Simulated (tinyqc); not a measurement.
# Trap density from the barrier height

Inverse problem. In a partly depleted grain with all boundary traps filled, 2 N W = Qt and VB = q N W^2/(2 eps0 eps_r). Find Qt, W and the doping at which VB would equal Vt.

Parameters, values chosen for the exercise: temperature T = 300 K; relative permittivity eps_r = 11.7.

Constants: q = 1.602176634e-19 C, kB = 1.380649e-23 J/K, Vt = kB T/q, eps0 = 8.8541878128e-14 F/cm where lengths are in cm. Results are converted to the units shown.

doping = 5.9e18 cm^-3
barrier height = 0.072381823 V

Solution. Eliminating W gives VB = q Qt^2/(8 eps0 eps_r N), which falls as 1/N.

Qt = 4.700e12 cm^-2
W = 3.983 nm
doping for VB = Vt = 1.652e19 cm^-3

Program tinyqc, `OMP_NUM_THREADS=1 python tinyqc.py 2830146 2830147 out.jsonl`; Intel Xeon 2.30GHz, shared host, one thread, about 0.01 s.
